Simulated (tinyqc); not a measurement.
Band offset from the macroscopic average of a supercell potential: one step. Band offsets. Three cases, with inputs chosen for the exercise.

Problem. Give the offsets with semi-local and with corrected band edges.

dEv = Ev(A) - Ev(B) = Ev1 - (dV + Ev2); dEc = Ec(B) - Ec(A) = Eg2 - Eg1 - dEv. The correction of a gap, c = Eg[1] - Eg[0], lowers the valence top by fv c and leaves dV, a ground-state quantity, as it is. Type I: dEv and dEc of one sign; II: opposite signs; III: no overlap of the gaps.

Give: dEv, dEc, semi-local; lowering of the valence tops of A and B; dEv, dEc, corrected.

Case 1.

Values chosen (gaps near those of Si and GaP; not measured data): Ev1 = 2.85 eV (valence top of bulk A above its mean potential); Eg1 = (0.6, 1.12) eV (gap of A: semi-local value, corrected value); fv1 = 0.71 (share of the correction that lowers the valence top of A); Ev2 = 2.53 eV (valence top of bulk B above its mean potential); Eg2 = (1.61, 2.28) eV (gap of B: semi-local value, corrected value); fv2 = 0.5 (the same share for B).

dV = B - A = -0.57000 eV

Solution.

dEv, dEc, semi-local (eV): 0.890  0.120

lowering of the valence tops of A and B (eV): 0.369  0.335

dEv, dEc, corrected (eV): 0.856  0.304

The correction moves dEv by -0.03 eV and dEc by +0.18 eV; the type stays I.

Case 2.

Values chosen (gaps near those of Si and SiO2; not measured data): Ev1 = 6.7 eV (valence top of bulk A above its mean potential); Eg1 = (0.62, 1.13) eV (gap of A: semi-local value, corrected value); fv1 = 0.5 (share of the correction that lowers the valence top of A); Ev2 = 5.07 eV (valence top of bulk B above its mean potential); Eg2 = (5.42, 9.16) eV (gap of B: semi-local value, corrected value); fv2 = 0.59 (the same share for B).

dV = B - A = -0.95002 eV

Solution.

dEv, dEc, semi-local (eV): 2.580  2.220

lowering of the valence tops of A and B (eV): 0.255  2.207

dEv, dEc, corrected (eV): 4.532  3.498

The correction moves dEv by +1.95 eV and dEc by +1.28 eV; the type stays I.

Case 3.

Values chosen (gaps near those of GaAs and Ge; not measured data): Ev1 = 5.67 eV (valence top of bulk A above its mean potential); Eg1 = (0.48, 1.48) eV (gap of A: semi-local value, corrected value); fv1 = 0.41 (share of the correction that lowers the valence top of A); Ev2 = 7.06 eV (valence top of bulk B above its mean potential); Eg2 = (0.1, 0.74) eV (gap of B: semi-local value, corrected value); fv2 = 0.44 (the same share for B).

dV = B - A = -0.87000 eV

Solution.

dEv, dEc, semi-local (eV): -0.520  0.140

lowering of the valence tops of A and B (eV): 0.410  0.282

dEv, dEc, corrected (eV): -0.648  -0.092

The correction moves dEv by -0.13 eV and dEc by -0.23 eV; the type changes from III to I.

Computed by tinyqc, one run a case: `OMP_NUM_THREADS=1 python tinyqc.py N N+1 out.jsonl` with N = 1851198, 1880028, 1880272; one thread of a shared Intel(R) Xeon(R) Processor @ 2.30GHz, about 0.01 s a run at most.
